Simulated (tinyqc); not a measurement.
Floating body of a partially depleted SOI transistor: body voltage and kink: one step of the calculation.

Source at 0 V. Channel current Ic = 2 nf K Vt^2 [F(0) - F(Vd)](1 + la Vd), F(V) = ln^2(1 + exp((Vg - VT - nf V)/(2 nf Vt))), VT = VT0 - gb Vb. Saturation voltage Vs = 2 Vt sqrt(F(0)) + 3 Vt, excess Ve = (Vd - Vs + sqrt((Vd - Vs)^2 + 0.0004 V^2))/2, multiplication M1 = Ai Ve exp(-Bl/Ve). Each junction passes D(v) = J1 (exp(v/Vt) - 1) + J2 (exp(v/(2 Vt)) - 1). Bipolar current Ib = bb J1 (exp(Vb/Vt) - 1). The body settles where M1 (Ic + Ib) = D(Vb) + D(Vb - Vd) + Vb/Rb; drain current Id = (1 + M1)(Ic + Ib) - D(Vb - Vd).

Question. Drain current with floating and with grounded body. Id and VT at the converged Vb, Id at Vb = 0, their ratio, and the bipolar share Ib/(Ic + Ib).

Parameters, values chosen for the exercise; values of the order met in partially depleted silicon-on-insulator transistors:
- T = 398 K (temperature)
- VT0 = 0.42 V (threshold at zero body voltage)
- gb = 0.18 (fall of the threshold per volt of body voltage)
- nf = 1.29 (slope factor)
- K = 130 uA/(V^2 um) (gain factor per width)
- la = 0.08 1/V (channel-length modulation factor)
- Ai = 1.44 1/V (impact-ionisation prefactor)
- Bl = 8.8 V (impact-ionisation voltage)
- J1 = 9.4e-9 uA/um (diffusion saturation current of each junction)
- J2 = 2.2e-6 uA/um (recombination saturation current of each junction)
- bb = 0.5 (gain of the lateral bipolar transistor on the diffusion current)
- Rb = 1e9 kohm um (resistance of a weak body tie to the source (1e9 stands for no tie, and the term is then dropped))
- Vg = 0.8 V (gate voltage)
- Vd = 1.3 V (drain voltage)

Constants: q = 1.602176634e-19 C, kB = 1.380649e-23 J/K, Vt = kB T/q. Results are converted to the units shown.

converged Vb = 0.33536104 V

Find: VT; Id, floating; Id, grounded; ratio; bipolar share.

Answer.

VT = 0.3596 V
Id, floating = 10.82 uA/um
Id, grounded = 8.084 uA/um
ratio = 1.338
bipolar share = 7.666e-4 %

The body rises to 0.335 V and lowers the threshold by 60.4 mV.

Range of the model: The multiplication law is an empirical form chosen for the exercise; self-heating and capacitive coupling to the body are left out, and the linear laws are rough once Vb passes about 0.7 V or M1 about 0.1.

Computed by the program tinyqc: `OMP_NUM_THREADS=1 python tinyqc.py 2182151 2182152 out.jsonl`, one thread of a shared Intel Xeon 2.30GHz, about 0.2 s for the whole run.
